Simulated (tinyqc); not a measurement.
# Worked calculation: a barrier in a uniform field, exact transmission by Airy functions

Numbers from tinyqc (`OMP_NUM_THREADS=1 python tinyqc.py 2580044 2580045 out.jsonl`; about 0.01 s on one thread of a shared Intel Xeon 2.30GHz). Printed values are rounded.

The left lead has its band edge at 0, the barrier edge falls as U(x) = U0 - F x with F = V/d for 0 < x < d, and the right lead has its edge at -V. No transverse momentum; C = hbar^2/(2 m0); psi and psi'/m are continuous. M carries (psi, psi'/m) across the barrier.

Inputs (values chosen for the exercise); masses and offsets close to those of GaAs wells and AlGaAs barriers:
```
symbol,value,unit,meaning
mL,0.066,m0,mass in the left lead
U0,0.25,eV,barrier edge at x = 0
m1,0.094,m0,mass in the barrier
E,0.082,eV,electron energy
d,8.9,nm,barrier width
V,0.3,V,voltage across the barrier
mR,0.066,m0,mass in the right lead
```

Constants: q = 1.602176634e-19 C, hbar = 1.054571817e-34 J s, m0 = 9.1093837015e-31 kg, hbar^2/(2 m0) = 0.0380998212 eV nm^2. Results are converted to the units shown.

## Scaled variables

Energy scale e = (C F^2/m1)^(1/3), z(x) = (U(x) - E)/e, s = (dz/dx)/m1 = -F/(e m1); v = k/m in a lead. vL = sqrt(mL E/C)/mL, vR = sqrt(mR (E + V)/C)/mR.

F = 0.0337079 V/nm
e = 0.0772240 eV
z1 = 2.17549
z2 = -1.70931
s = -4.64356 1/nm
vL = 5.71049 1/nm
vR = 12.3253 1/nm

z2 < 0: the electron leaves the forbidden region inside the barrier.

## Airy functions at the edges

Ai and Bi solve y'' = z y, with Wronskian Ai Bi' - Ai' Bi = 1/pi.

Airy functions:
```
           Ai         Ai'         Bi       Bi'
z1  0.0266201  -0.0418975    4.13055   5.45640
z2   0.384424    0.452260  -0.300642  0.474324
```

## Transfer matrix

With a = Ai, a' = Ai', b = Bi, b' = Bi' at z1 (left edge) and z2 (right edge): M11 = pi (a2 b1' - b2 a1'), M12 = (pi/s)(b2 a1 - a2 b1), M21 = pi s (a2' b1' - b2' a1'), M22 = pi (b2' a1 - a2' b1).

M (M12 in nm, M21 in 1/nm):
```
          1         2
1   6.55014   1.07969
2  -36.2893  -5.82909
```

## Transmission, exact and WKB

With M acting on (psi, psi'/m) and v = k/m in each lead, T(E) = 4 vL vR/[(vL vR M12 - M21)^2 + (vR M11 + vL M22)^2]. WKB: exp(-S), S = (4/(3 F)) sqrt(m1/C) [max(U0 - E, 0)^1.5 - max(U0 - F d - E, 0)^1.5].

T(E) = 0.0189479
S = 4.27833
exp(-S) = 0.0138659
ratio T(E)/exp(-S) = 1.36651

The exact value is 37 % above the WKB one.
